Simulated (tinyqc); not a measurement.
Inside a calculation (part 2 of 2). Method: UHF in the sto-3g basis, for BeH+, spin multiplicity 1. This run ends on a higher stationary point, not on the lowest solution. Computed by tinyqc, a small Python program that keeps every step (integrals from PySCF). Command: `OMP_NUM_THREADS=1 python tinyqc.py 28025 28026 out.jsonl` (the two numbers bound the seeds that draw the settings). One thread of a shared host (Intel(R) Xeon(R) Processor @ 2.60GHz), about 0.2 s of CPU time with the checks.

Geometry (angstrom):
```
atom         x         y         z
Be    0.000000  0.000000  0.000000
H     0.000000  0.000000  1.863000
```

## Iteration 3: diagonalisation and new density

F(alpha) (hartree), lower triangle:
```
            1Be 1s     1Be 2s    1Be 2px    1Be 2py    1Be 2pz      2H 1s
1Be 1s   -4.984579
1Be 2s   -1.403053  -0.815129
1Be 2px  -0.000248  -0.072945  -0.134803
1Be 2py  -0.000161  -0.047368  -0.010679  -0.125293
1Be 2pz   0.015902  -0.090085  -0.039546  -0.025680  -0.225437
2H 1s    -0.120421  -0.341561  -0.049411  -0.032085  -0.311404  -0.399343
```

F(beta) (hartree), lower triangle:
```
            1Be 1s     1Be 2s    1Be 2px    1Be 2py    1Be 2pz      2H 1s
1Be 1s   -4.984579
1Be 2s   -1.403053  -0.815129
1Be 2px   0.000248   0.072945  -0.134803
1Be 2py   0.000161   0.047368  -0.010679  -0.125293
1Be 2pz   0.015902  -0.090085   0.039546   0.025680  -0.225437
2H 1s    -0.120421  -0.341561   0.049411   0.032085  -0.311404  -0.399343
```

X, lower triangle:
```
            1Be 1s     1Be 2s   1Be 2px   1Be 2py    1Be 2pz     2H 1s
1Be 1s    1.027355
1Be 2s   -0.140504   1.061505
1Be 2px   0.000000   0.000000  1.000000
1Be 2py   0.000000   0.000000  0.000000  1.000000
1Be 2pz  -0.006261   0.044163  0.000000  0.000000   1.055838
2H 1s     0.019611  -0.161002  0.000000  0.000000  -0.204611  1.089216
```

Diagonalise F' = X^T F X, C = X C', fill 2 alpha and 2 beta electrons from the bottom; D(s) = C_occ C_occ^T. Each column has its largest component positive (the first on a tie).

F' = X^T F X (alpha) (hartree), lower triangle:
```
           1          2          3          4          5          6
1  -4.875471
2  -0.708659  -0.502072
3   0.009272  -0.071188  -0.134803
4   0.006021  -0.046227  -0.010679  -0.125293
5   0.014325  -0.022957  -0.034864  -0.022640  -0.137242
6   0.024157  -0.225355  -0.033988  -0.022071  -0.239583  -0.250010
```

orbital energies (alpha) (hartree): MO1 -4.987483, MO2 -0.638940, MO3 -0.248713, MO4 -0.122768, MO5 -0.118358, MO6 0.091372

coefficients C (alpha):
```
               MO1        MO2        MO3        MO4        MO5        MO6
1Be 1s    0.992861  -0.191421  -0.199717   0.052632   0.000000   0.102720
1Be 2s    0.026533   0.632673   0.733992  -0.171937   0.000000  -0.452902
1Be 2px   0.000405   0.163942   0.107935   0.809653  -0.544614   0.096592
1Be 2py   0.000263   0.106458   0.070089   0.525760   0.838687   0.062723
1Be 2pz  -0.001932   0.269484  -0.564659   0.124148   0.000000  -0.867047
2H 1s    -0.002855   0.500960  -0.396974  -0.156642   0.000000   0.906350
```

F' = X^T F X (beta) (hartree), lower triangle:
```
           1          2          3          4          5          6
1  -4.875471
2  -0.708659  -0.502072
3  -0.009272   0.071188  -0.134803
4  -0.006021   0.046227  -0.010679  -0.125293
5   0.014325  -0.022957   0.034864   0.022640  -0.137242
6   0.024157  -0.225355   0.033988   0.022071  -0.239583  -0.250010
```

orbital energies (beta) (hartree): MO1 -4.987483, MO2 -0.638940, MO3 -0.248713, MO4 -0.122768, MO5 -0.118358, MO6 0.091372

coefficients C (beta):
```
               MO1        MO2        MO3        MO4        MO5        MO6
1Be 1s    0.992861  -0.191421  -0.199717  -0.052632   0.000000   0.102720
1Be 2s    0.026533   0.632673   0.733992   0.171937   0.000000  -0.452902
1Be 2px  -0.000405  -0.163942  -0.107935   0.809653  -0.544614  -0.096592
1Be 2py  -0.000263  -0.106458  -0.070089   0.525760   0.838687  -0.062723
1Be 2pz  -0.001932   0.269484  -0.564659  -0.124148   0.000000  -0.867047
2H 1s    -0.002855   0.500960  -0.396974   0.156642   0.000000   0.906350
```

D(alpha) after iteration 3, lower triangle:
```
            1Be 1s    1Be 2s   1Be 2px   1Be 2py   1Be 2pz     2H 1s
1Be 1s    1.022414
1Be 2s   -0.094764  0.400980
1Be 2px  -0.030979  0.103733  0.026877
1Be 2py  -0.020117  0.067360  0.017453  0.011333
1Be 2pz  -0.053503  0.170444  0.044179  0.028688  0.072625
2H 1s    -0.098729  0.316868  0.082127  0.053331  0.135006  0.250969
```

D(beta) after iteration 3, lower triangle:
```
            1Be 1s     1Be 2s    1Be 2px    1Be 2py   1Be 2pz     2H 1s
1Be 1s    1.022414
1Be 2s   -0.094764   0.400980
1Be 2px   0.030979  -0.103733   0.026877
1Be 2py   0.020117  -0.067360   0.017453   0.011333
1Be 2pz  -0.053503   0.170444  -0.044179  -0.028688  0.072625
2H 1s    -0.098729   0.316868  -0.082127  -0.053331  0.135006  0.250969
```

## Iteration 11 (converged): orbitals

converged F(alpha) (hartree), lower triangle:
```
            1Be 1s     1Be 2s    1Be 2px    1Be 2py    1Be 2pz      2H 1s
1Be 1s   -4.985060
1Be 2s   -1.400236  -0.843618
1Be 2px   0.000000   0.000000  -0.121811
1Be 2py   0.000000   0.000000   0.000000  -0.121811
1Be 2pz   0.016131  -0.092163   0.000000   0.000000  -0.221384
2H 1s    -0.119748  -0.354565   0.000000   0.000000  -0.308469  -0.401664
```

converged F(beta) (hartree), lower triangle:
```
            1Be 1s     1Be 2s    1Be 2px    1Be 2py    1Be 2pz      2H 1s
1Be 1s   -4.985060
1Be 2s   -1.400236  -0.843618
1Be 2px   0.000000   0.000000  -0.121811
1Be 2py   0.000000   0.000000   0.000000  -0.121811
1Be 2pz   0.016131  -0.092163   0.000000   0.000000  -0.221384
2H 1s    -0.119748  -0.354565   0.000000   0.000000  -0.308469  -0.401664
```

As before.

F' = X^T F X (alpha) (hartree), lower triangle:
```
           1          2          3          4          5          6
1  -4.877264
2  -0.701841  -0.530840
3   0.000000   0.000000  -0.121811
4   0.000000   0.000000   0.000000  -0.121811
5   0.014713  -0.024173   0.000000   0.000000  -0.134106
6   0.025627  -0.234759   0.000000   0.000000  -0.236919  -0.250208
```

orbital energies (alpha) (hartree): MO1 -4.987832, MO2 -0.641243, MO3 -0.251443, MO4 -0.121811, MO5 -0.121811, MO6 0.088100

coefficients C (alpha):
```
               MO1        MO2        MO3       MO4        MO5        MO6
1Be 1s    0.993015  -0.201751  -0.198416  0.000000   0.000000   0.097326
1Be 2s    0.025983   0.670758   0.730917  0.000000   0.000000  -0.435402
1Be 2px   0.000000   0.000000   0.000000  0.020208   0.999796   0.000000
1Be 2py   0.000000   0.000000   0.000000  0.999796  -0.020208   0.000000
1Be 2pz  -0.002000   0.250736  -0.576359  0.000000   0.000000  -0.873834
2H 1s    -0.002792   0.499770  -0.401219  0.000000   0.000000   0.918591
```

F' = X^T F X (beta) (hartree), lower triangle:
```
           1          2          3          4          5          6
1  -4.877264
2  -0.701841  -0.530840
3   0.000000   0.000000  -0.121811
4   0.000000   0.000000   0.000000  -0.121811
5   0.014713  -0.024173   0.000000   0.000000  -0.134106
6   0.025627  -0.234759   0.000000   0.000000  -0.236919  -0.250208
```

orbital energies (beta) (hartree): MO1 -4.987832, MO2 -0.641243, MO3 -0.251443, MO4 -0.121811, MO5 -0.121811, MO6 0.088100

coefficients C (beta):
```
               MO1        MO2        MO3        MO4       MO5        MO6
1Be 1s    0.993015  -0.201751  -0.198416   0.000000  0.000000   0.097326
1Be 2s    0.025983   0.670758   0.730917   0.000000  0.000000  -0.435402
1Be 2px   0.000000   0.000000   0.000000  -0.103669  0.994612   0.000000
1Be 2py   0.000000   0.000000   0.000000   0.994612  0.103669   0.000000
1Be 2pz  -0.002000   0.250736  -0.576359   0.000000  0.000000  -0.873834
2H 1s    -0.002792   0.499770  -0.401219   0.000000  0.000000   0.918591
```

D(alpha) after iteration 11, lower triangle:
```
            1Be 1s    1Be 2s   1Be 2px   1Be 2py   1Be 2pz     2H 1s
1Be 1s    1.026782
1Be 2s   -0.109525  0.450592
1Be 2px   0.000000  0.000000  0.000000
1Be 2py   0.000000  0.000000  0.000000  0.000000
1Be 2pz  -0.052572  0.168131  0.000000  0.000000  0.062873
2H 1s    -0.103601  0.335152  0.000000  0.000000  0.125316  0.249778
```

D(beta) after iteration 11, lower triangle:
```
            1Be 1s    1Be 2s   1Be 2px   1Be 2py   1Be 2pz     2H 1s
1Be 1s    1.026782
1Be 2s   -0.109525  0.450592
1Be 2px   0.000000  0.000000  0.000000
1Be 2py   0.000000  0.000000  0.000000  0.000000
1Be 2pz  -0.052572  0.168131  0.000000  0.000000  0.062873
2H 1s    -0.103601  0.335152  0.000000  0.000000  0.125316  0.249778
```

Within a degenerate level the vectors are fixed only up to a rotation; this is one choice.

## Convergence

Stop when the energy changes by less than 1e-09 hartree and every element of the error matrix X^T (F D S - S D F) X (for each spin) is below 9e-06.

Course of the cycle:
```
iteration   E (hartree)     change  largest element of the error matrix
1          -14.27913095          -                             1.25e-01
2          -14.55591524  -2.77e-01                             3.70e-02
3          -14.58193848  -2.60e-02                             2.33e-02
4          -14.59265901  -1.07e-02                             1.59e-02
5          -14.60253402  -9.88e-03                             5.27e-03
6          -14.60262971  -9.57e-05                             4.72e-03
7          -14.60315953  -5.30e-04                             3.12e-03
8          -14.60330547  -1.46e-04                             2.76e-04
9          -14.60330685  -1.38e-06                             6.91e-06
10         -14.60330685  -1.40e-09                             1.93e-06
11         -14.60330685  -2.17e-11                             3.53e-08
```

PySCF UHF in the same basis, after a stability check = -14.61289323 hartree

Converged in 11 iterations. But the solution lies 0.00959 hartree above the reference: it is another stationary point, not the lowest one. Reruns (cap 100 unless said): DIIS 8: converged in 10 to a higher stationary point; damping 0.5: converged in 66 to a higher stationary point; level shift 0.5: converged in 65 to a higher stationary point; atomic densities as start, DIIS 8: converged in 8 to a higher stationary point.

## Populations, bond orders and dipole

overlap S, lower triangle:
```
           1Be 1s    1Be 2s   1Be 2px   1Be 2py   1Be 2pz     2H 1s
1Be 1s   1.000000
1Be 2s   0.259517  1.000000
1Be 2px  0.000000  0.000000  1.000000
1Be 2py  0.000000  0.000000  0.000000  1.000000
1Be 2pz  0.000000  0.000000  0.000000  0.000000  1.000000
2H 1s    0.021931  0.271877  0.000000  0.000000  0.355609  1.000000
```

Mulliken: Z minus the diagonal of D S on the atom; Loewdin: the same with S^(1/2) D S^(1/2); Mayer order: 2 sum_s sum (D(s) S)_ij (D(s) S)_ji over the two atoms.

Charges (e):
```
atom  Mulliken   Loewdin  Mulliken spin
1Be   0.766379  0.783400              0
2H    0.233621  0.216600              0
```

Mayer bond orders:
```
pair     order
2-1   0.945421
```

dipole moment about the origin, x y z (debye): 0.000000  0.000000  -1.023510

<S^2> of the determinant (pure state: 0) = 0.000000
